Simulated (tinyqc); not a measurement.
Physical sputtering: collision-cascade yield, angular dependence, faceting and resputtering in deposition: one step, computed by the program tinyqc.

Ions start collision cascades; atoms that reach the surface with more than U leave. The target is amorphous or fine-grained.

Problem. Yield at normal incidence. gamma = 4 M1 M2/(M1 + M2)^2; threshold E_th = 6.7 U/gamma for M1 >= M2, else U (1 + 5.7 M1/M2)/gamma. eps = 0.03255 M2 E/(Z1 Z2 (M1 + M2) z), z = (Z1^(2/3) + Z2^(2/3))^(1/2), E in eV; s_n = 3.441 sqrt(eps) ln(eps + 2.718)/(1 + 6.355 sqrt(eps) + eps (6.882 sqrt(eps) - 1.708)); S_n = 84.78 Z1 Z2 M1 s_n/((M1 + M2) z) in eV angstrom^2; alpha = 0.249 (M2/M1)^0.56 + 0.0035 (M2/M1)^1.5 for M1 <= M2, else 0.0875 (M2/M1)^(-0.15) + 0.165 M2/M1; Y0 = 0.042 Q alpha S_n/U [1 - sqrt(E_th/E)]^2.5 (the electronic-loss factor of the full formula is dropped). Erosion rate = Y0 J/(e N); 1 cm^2 = 1e14 nm^2.

Inputs (values chosen for the exercise, modelled on krypton ions on silicon):
```
quantity                  value     unit
ion Z1                       36        -
ion mass M1                83.8        u
target Z2                    14        -
target mass M2            28.09        u
surface binding energy U   4.63       eV
target density N           49.9   1/nm^3
fit factor Q               0.69        -
ion energy E               6200       eV
current density J           3.6  mA/cm^2
```

Constants: e = 1.602176634e-19 C.

Give: energy transfer factor gamma; threshold E_th; reduced energy eps; nuclear stopping S_n; alpha; yield Y0; erosion rate.

Solution.

energy transfer factor gamma = 0.75210

threshold E_th = 41.246 eV

reduced energy eps = 0.024590

nuclear stopping S_n = 2151.2 eV angstrom^2

alpha = 0.15840

yield Y0 = 1.7241 atoms per ion

erosion rate = 465.81 nm/min

The threshold factor is 0.808; the energy cost is 3600 eV per removed atom, 777 times U.
